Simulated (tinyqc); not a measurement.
## Slope factor and drain-induced lowering from three currents

Problem. With source and body at 0 V, I = A exp((Vg + dd Vd)/(nf Vt)) (1 - exp(-Vd/Vt)). Find nf, the swing nf Vt ln 10 and dd.

Inputs (values chosen for the exercise):
- T = 378 K (temperature)

Constants: q = 1.602176634e-19 C, kB = 1.380649e-23 J/K, Vt = kB T/q. Results are converted to the units shown.

currents at (Vg, Vd) = (0, 0.05), (0, 1) and (0.06, 1) V (nA/um): [2.6589527, 38.512662, 155.46673]

Solution. The pair at equal Vd gives nf; the pair at equal Vg, after dividing out the factors 1 - exp(-Vd/Vt), gives dd.

nf = 1.32
swing = 99.0 mV/decade
dd = 0.110

tinyqc, about 0.03 s, one thread, Intel Xeon 2.30GHz (shared host): `OMP_NUM_THREADS=1 python tinyqc.py 2242123 2242124 out.jsonl`
